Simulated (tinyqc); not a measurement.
What each parameter does: three-band (Emery) model of a CuO2 plane downfolded to one band.

Electron picture, d at 0 and the oxygen p orbitals at -D; sx = sin(kx a/2), sy = sin(ky a/2). H = [[0, 2 tpd sx, -2 tpd sy], [., -D, -4 tpp sx sy], [., ., -D]], real and symmetric. The top (antibonding) band crosses the Fermi level.

Values chosen for the exercise (out of a larger set: of the size used for cuprate planes; not measured data):

| symbol | value | unit | meaning |
|---|---|---|---|
| D | 2.8 | eV | ed - ep |
| tpd | 1.1 | eV | d-p hopping |
| tpp | 0.42 | eV | p-p hopping |

Top band at (1,1), (1,0) and (1/2,1/2) in pi/a, and its d weight at (1/2,1/2).

Results for these values:

| case | E(1,1) (eV) | E(1,0) (eV) | E(1/2,1/2) (eV) | d weight |
|---|---|---|---|---|
| base | 2.6013 | 1.2077 | 1.4284 | 0.7035 |

What happens to each result for D = 3.08 eV, all else kept?

Answer: E(1,1) falls from 2.6013 to 2.4890; E(1,0) falls from 1.2077 to 1.1454; E(1/2,1/2) falls from 1.4284 to 1.3487; d weight rises from 0.7035 to 0.7268.

The same for each parameter in turn:

| case | E(1,1) (eV) | E(1,0) (eV) | E(1/2,1/2) (eV) | d weight |
|---|---|---|---|---|
| base | 2.6013 | 1.2077 | 1.4284 | 0.7035 |
| D = 3.08 eV | 2.4890 | 1.1454 | 1.3487 | 0.7268 |
| tpd = 1.21 eV | 2.9079 | 1.3958 | 1.6309 | 0.6877 |
| tpp = 0.462 eV | 2.6715 | 1.2077 | 1.4536 | 0.6961 |

At (1,0) sy = 0, so tpp does not enter.

Run: tinyqc, `OMP_NUM_THREADS=1 python tinyqc.py 1450987 1450988 out.jsonl`; Intel(R) Xeon(R) Processor @ 2.30GHz, one thread, shared host; about 0.05 s of CPU time with all checks.
